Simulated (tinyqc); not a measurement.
Band-to-band tunnelling and avalanche in a reverse-biased abrupt junction: one step, computed by the program tinyqc.

Direct Kane tunnelling in the local field (for indirect gaps the mass is an effective fit) and one ionisation coefficient for both carriers. N is the doping of the light side, or N_A N_D/(N_A + N_D) for the symmetric junction; the built-in voltage is taken as E_g/e.

Problem. Junction at the given bias. E_g(T) = E_g - (T - 300 K)(-dE_g/dT); b(T) = b [1 + (rise)(T - 300 K)]; w = sqrt(2 eps eps_0 (V_R + E_g/e)/(e N)); F_m = 2 (V_R + E_g/e)/w; the field falls linearly from F_m to 0 across w.

Inputs (values chosen for the exercise, modelled on SiGe):

| quantity | value | unit |
|---|---|---|
| band gap at 300 K, E_g | 0.898 | eV |
| gap narrowing with temperature, -dE_g/dT | 0.3 | meV/K |
| permittivity eps | 13.5 | - |
| effective doping N | 1.1e+17 | 1/cm^3 |
| reverse bias V_R | 0.8 | V |
| temperature T | 200 | K |

Junction: one-sided.

Constants: eps_0 = 8.8541878128e-12 F/m; e = 1.602176634e-19 C.

Give: E_g(T); depletion width w; peak field F_m; shortest tunnelling distance E_g/(e F_m).

Solution.

E_g(T) = 0.928 eV

depletion width w = 153.1 nm

peak field F_m = 0.2257 MV/cm

shortest tunnelling distance E_g/(e F_m) = 41.11 nm
